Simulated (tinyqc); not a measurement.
Hot electrons in a saturated n-channel MOSFET, lucky-electron model: one step of the calculation.

Beyond pinch-off the lateral field grows as Esat cosh(y/l) over the velocity-saturated region (pseudo-two-dimensional model). Impact ionisation in this region gives the substrate current, which biases the body forward through Rsub. Currents are per width. Local-field laws: they overstate ionisation when the field peak is narrower than an energy relaxation length.

Problem. Gate current, lifetime and channel shortening. Ig = Cg Id exp(-pb/(lm Em)); lifetime tau = (Hl/Id)(Isub/Id)^(-m); length of the saturated region dL = l ln[(dV/l + Em)/Esat]. 1 year = 3.15576e7 s.

Parameters, values chosen for the exercise; values close to those of silicon n-channel devices:
- lm = 8 nm (hot-electron mean free path)
- pb = 3.2 V (oxide barrier)
- Cg = 0.0031 (prefactor of the gate current)
- m = 3 (lifetime exponent)
- Hl = 6900 s uA/um (lifetime constant)

Id = 48.223434 uA/um
dV = 1.7783219 V
Em = 0.44786265 MV/cm
Isub = 1.4182740 uA/um
l = 39.949969 nm
Esat = 0.049333333 MV/cm

Wanted: Isub/Id; Ig; tau; dL.

Solution.

Isub/Id = 0.02941
Ig = 19.76 pA/um
tau = 0.1782 years
dL = 115.7 nm

The lifetime misses ten years.

Program tinyqc, `OMP_NUM_THREADS=1 python tinyqc.py 2550165 2550166 out.jsonl`; Intel Xeon 2.30GHz, shared host, one thread, about 0.01 s.
